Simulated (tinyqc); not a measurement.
Energy conservation against the time step: molecular dynamics of a small cluster by velocity Verlet steps. Computed by tinyqc, a small Python program. Command: `OMP_NUM_THREADS=1 python tinyqc.py 3026945 3026946 out.jsonl verlet walk`. One thread of a shared host (Intel(R) Xeon(R) Processor @ 2.30GHz), about 0.08 s of CPU time with the checks.

E = sum_i {sum_j A exp(-p (r_ij/r0 - 1)) - xi sqrt(rho_i)}, rho_i = sum_j exp(-2 q (r_ij/r0 - 1)); the force on i is -sum_j w_ij (R_i - R_j)/r_ij with w_ij = -(2p/r0) A exp(-p (r_ij/r0 - 1)) + (xi q/r0) exp(-2 q (r_ij/r0 - 1)) (rho_i^(-1/2) + rho_j^(-1/2)).

Inputs (values chosen for the exercise, for model atoms):
```
quantity       value      unit
length r0        2.9  angstrom
repulsion A     0.12        eV
hopping xi      1.36        eV
decay p           11         -
decay q         3.36         -
atomic mass M    183         u
time step dt       5        fs
steps            100         -
```

Potential: Gupta.

starting positions (angstrom):
```
            x      y      z
atom 1  -0.06   0.02   0.05
atom 2   2.69  -0.01  -0.06
atom 3   1.36   2.33      0
atom 4   1.32   0.83    2.2
atom 5   1.32   0.79  -2.13
```

starting velocities (angstrom/fs):
```
               x         y         z
atom 1    0.0006    -8e-05  -0.00053
atom 2  -0.00069    -2e-05     7e-05
atom 3   0.00079   -0.0001  -0.00023
atom 4  -0.00025   0.00099   0.00071
atom 5  -0.00045  -0.00079    -2e-05
```

Constants: 1 eV/(angstrom u) = 9.648533212e-03 angstrom/fs^2; k_B = 8.617333262e-05 eV/K.

Method:
- Relax the cluster, diagonalise the Hessian (central differences): omega_max = sqrt(c lambda_max/M). Verlet steps are stable for omega_max dt < 2.
- Velocity Verlet: a = c F/M with c = 9.648533212e-3 angstrom/fs^2 per eV/(angstrom u); R(new) = R + v dt + a dt^2/2; v(new) = v + (a + a(new)) dt/2. Kinetic energy K = M v^2/(2c); temperature T = 2K/((3N - 3) k_B), rotation of the cluster included.
- Runs without thermostat over the same span of time, steps x dt; spread = largest minus smallest value. For contrast, the energy gained over the first 30 dt (dt of the inputs) by explicit Euler steps: R(new) = R + v dt, v(new) = v + a dt.

omega_max dt = 0.175135

Energy error (eV):
```
dt (fs)  omega_max dt  Verlet, spread of U + K  Euler, gain in U + K
0.625         0.02189               2.2085e-06               0.00284
1.250         0.04378               8.8340e-06               0.00586
2.500         0.08757               3.5296e-05               0.01248
5.000         0.17513               1.4164e-04               0.02845
10.000        0.35027               5.6240e-04               0.07491
15.000        0.52540               1.2039e-03               0.14832
```

The Verlet error grows as dt^2.00 between the first rows, the second order of the method. Euler steps gain energy steadily: over that short span the gain in the first row is already 1300 times the Verlet spread of the whole run, and it grows as dt^1.04, tending to the first order of that method as dt shrinks.

Extremes, crossings and ranges named in words are read from the listed rows.
